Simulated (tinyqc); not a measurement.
The basis set: RHF and MP2 along a ladder of basis sets, for H6, spin multiplicity 1. Computed by the program tinyqc with PySCF. Same geometry throughout; the dipole is taken about the origin.

Geometry (angstrom):
```
atom,x,y,z
H,0.0000,0.0000,0.0000
H,0.0000,0.0000,0.7440
H,0.0000,0.0000,1.7410
H,0.0000,0.0000,2.4840
H,0.0000,0.0000,3.4810
H,0.0000,0.0000,4.2250
```

RHF and frozen-core MP2 in a ladder of bases:
```
basis,functions,E(RHF) (hartree),E(MP2 corr) (hartree),HOMO (eV),LUMO (eV),dipole (debye)
sto-3g,6,-3.24111,-0.04146,-11.349,11.556,0.000
6-31g,12,-3.28940,-0.05616,-12.056,5.488,0.000
6-31g**,30,-3.29870,-0.08998,-12.085,5.448,0.000
cc-pvdz,30,-3.28967,-0.09173,-12.018,4.827,0.000
aug-cc-pvdz,54,-3.29090,-0.09642,-12.046,1.497,0.000
cc-pvtz,84,-3.30339,-0.10969,-12.077,4.214,0.000
```

Estimate the missing row, basis = 3-21g.

Computed row:
```
basis  functions  E(RHF) (hartree)  E(MP2 corr) (hartree)  HOMO (eV)  LUMO (eV)  dipole (debye)
3-21g         12          -3.27897               -0.05598    -11.968      5.834           0.000
```

From cc-pVDZ to cc-pVTZ the RHF energy falls by 13.7 mhartree and the correlation energy by 18.0. If valence correlation converges as X^-3, (27 E(T) - 8 E(D))/19 gives -0.1173 hartree, a rough estimate from such small X that usually falls short; STO-3G holds about 35 % of it. Beyond STO-3G the LUMO moves by 4.3 eV and the HOMO by 0.1 eV; diffuse functions lower the positive LUMO sharply, since an unbound virtual level tracks the most diffuse function.
